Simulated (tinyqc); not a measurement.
Worked calculation: CCD on RHF in the sto-3g basis, for H6, spin multiplicity 1. One step of it, computed by the program tinyqc.

Problem. CCD: starting amplitudes. t_ij^ab = <ij||ab> / (e_i + e_j - e_a - e_b), whose energy is MP2.

orbital energies (hartree): MO1 -0.671729, MO2 -0.555217, MO3 -0.387393, MO4 0.312860, MO5 0.663123, MO6 1.072828

Two-electron integrals over orbitals (pq|rs), unique and non-zero (hartree):
```
(11|11) 0.425272    (21|21) 0.129456    (22|11) 0.338523    (22|22) 0.386633
(31|11) 0.081698    (31|22) -0.043843   (31|31) 0.117737    (32|21) -0.115833
(32|32) 0.137491    (33|11) 0.382493    (33|22) 0.350483    (33|31) 0.034799
(33|33) 0.383522    (41|21) -0.043274   (41|32) -0.008294   (41|41) 0.081133
(42|11) -0.067545   (42|22) -0.002651   (42|31) -0.055507   (42|33) -0.011267
(42|42) 0.078221    (43|21) -0.071647   (43|32) 0.071758    (43|41) 0.013302
(43|43) 0.087274    (44|11) 0.384475    (44|22) 0.352092    (44|31) 0.032708
(44|33) 0.374163    (44|42) -0.022104   (44|44) 0.389420    (51|11) 0.007139
(51|22) 0.031784    (51|31) -0.028048   (51|33) -0.012967   (51|42) -0.034515
(51|44) -0.002387   (51|51) 0.050834    (52|21) 0.031581    (52|32) 0.002237
(52|41) -0.054978   (52|43) 0.036657    (52|52) 0.086911    (53|11) -0.074274
(53|22) -0.007216   (53|31) -0.059558   (53|33) -0.025110   (53|42) 0.073325
(53|44) -0.020752   (53|51) -0.027731   (53|53) 0.079216    (54|21) -0.117706
(54|32) 0.130873    (54|41) 0.002092    (54|43) 0.073141    (54|52) -0.001305
(54|54) 0.140955    (55|11) 0.356109    (55|22) 0.392176    (55|31) -0.032130
(55|33) 0.364336    (55|42) -0.008983   (55|44) 0.373115    (55|51) 0.031250
(55|53) -0.012142   (55|55) 0.418150    (61|21) 0.001668    (61|32) 0.018849
(61|41) -0.029642   (61|43) -0.045894   (61|52) -0.031172   (61|54) 0.015854
(61|61) 0.067251    (62|11) -0.011423   (62|22) -0.035160   (62|31) 0.025643
(62|33) 0.002769    (62|42) 0.030241    (62|44) 0.004614    (62|51) -0.045902
(62|53) 0.032135    (62|55) -0.034576   (62|62) 0.048158    (63|21) 0.045664
(63|32) -0.000102   (63|41) -0.076277   (63|43) -0.015744   (63|52) 0.054606
(63|54) 0.000018    (63|61) 0.028879    (63|63) 0.081689    (64|11) -0.084084
(64|22) 0.035839    (64|31) -0.112447   (64|33) -0.037000   (64|42) 0.057447
(64|44) -0.037500   (64|51) 0.024848    (64|53) 0.060435    (64|55) 0.035107
(64|62) -0.024921   (64|64) 0.121689    (65|21) -0.132158   (65|32) 0.120301
(65|41) 0.044356    (65|43) 0.075986    (65|52) -0.032979   (65|54) 0.126701
(65|61) -0.002607   (65|63) -0.050735   (65|65) 0.149256    (66|11) 0.454769
(66|22) 0.362355    (66|31) 0.088812    (66|33) 0.412179    (66|42) -0.074984
(66|44) 0.419975    (66|51) 0.008254    (66|53) -0.084296   (66|55) 0.391408
(66|62) -0.013619   (66|64) -0.098037   (66|66) 0.514179
```

Give: Starting amplitudes; correlation energy.

Solution.

Starting amplitudes (spin orbitals 1a, 1b, ...; amplitudes related by a flip of all spins are not repeated; the 24 largest):
```
from      to        t
3a 3b  4a 4b  -0.0623
2a 2b  4a 4b  -0.0451
1a 1b  4a 4b  -0.0412
2a 3b  4a 5b  -0.0382
3a 3b  5a 5b  -0.0377
2a 2b  5a 5b  -0.0357
1a 3b  4a 6b   0.0312
3a 3b  6a 6b  -0.0280
1a 2b  4a 5b   0.0250
2a 3b  5a 6b  -0.0204
1a 1b  6a 6b  -0.0193
2a 3a  4a 5a  -0.0191
2a 3b  4b 5a   0.0191
1a 1b  5a 5b  -0.0190
1a 3b  4b 6a  -0.0188
1a 2b  4b 5a  -0.0157
1a 2b  5a 6b   0.0155
2a 2b  6a 6b  -0.0148
1a 3a  4a 6a   0.0124
2a 2b  4a 6b  -0.0121
2a 3b  5b 6a   0.0120
1a 3b  5a 5b   0.0116
1a 1b  4a 6b   0.0109
1a 2b  5b 6a  -0.0105
```

correlation energy = -0.052085 hartree
